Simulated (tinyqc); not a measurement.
Inversion-layer mobility, back-scattering and ballistic limit of a field-effect transistor: one step, computed by the program tinyqc.

The charge at the top of the source barrier is fixed by the gate; series resistance and short-channel effects are left out. F_j are Fermi integrals normalised to exp(eta) in the classical limit.

Question. Back-scattering. F_j(eta) = (1/Gamma(j + 1)) int_0^infinity x^j/(1 + exp(x - eta)) dx, F_0 = ln(1 + exp(eta)). Integrals over x = E/(k_B T) use 160 Gauss-Legendre points in u = sqrt(x) from 0 to sqrt(max(eta, 0) + 32). Ballistic channel: N_2D = g_v m k_B T/(pi hbar^2), U = e V_D/(k_B T); eta_F solves N_inv = (N_2D/2)[F_0(eta_F) + F_0(eta_F - U)]; v_T = sqrt(2 k_B T/(pi m)); I/W = e (N_2D/2) v_T [F_1/2(eta_F) - F_1/2(eta_F - U)]; injection velocity v_T F_1/2(eta_F)/F_0(eta_F). Mean free path lambda = (2 k_B T/e)(mu/v_T) F_0(eta_0)/F_-1/2(eta_0), with eta_0 from N_inv = N_2D F_0(eta_0); critical length l = L (1 + U)^(-a), an empirical rule; back-scattering r = l/(l + lambda). Then eta solves N_inv = (N_2D/2)[(1 + r) F_0(eta) + (1 - r) F_0(eta - U)] and I/W = e (N_2D/2) v_T (1 - r)[F_1/2(eta) - F_1/2(eta - U)]. Ballistic ratio: I over the ballistic current. Apparent mobility 1/(1/mu + 1/mu_B), mu_B = mu L/lambda.

Inputs (values chosen for the exercise, modelled on a 4H-SiC n-channel):
```
quantity                           value  unit
transport mass m                     0.3   m_0
valley degeneracy g_v                  3     -
drain voltage V_D                   0.99     V
channel length L                      66    nm
exponent a of the critical length   0.71     -
temperature T                        300     K
```

Statistics at the top of the barrier: Fermi-Dirac.

inversion density N_inv = 9.647427e+12 1/cm^2

effective mobility mu = 29.98847 cm^2/(V s)

Constants: m_0 = 9.1093837015e-31 kg; k_B = 1.380649e-23 J/K; hbar = 1.054571817e-34 J s; k_B = 8.617333262e-05 eV/K; e = 1.602176634e-19 C.

Give: eta_0; mean free path lambda; critical length l; back-scattering coefficient r; current I/W; ballistic ratio; apparent low-field mobility.

Answer.

eta_0 = 0.52961

mean free path lambda = 1.9098 nm

critical length l = 4.8704 nm

back-scattering coefficient r = 0.71833

current I/W = 292.48 microampere/micrometre

ballistic ratio = 0.14758

apparent low-field mobility = 29.145 cm^2/(V s)

L/lambda = 34.56, but at this drain voltage only the first 4.87 nm can return a carrier to the source, so the device works at 15 % of its ballistic limit.
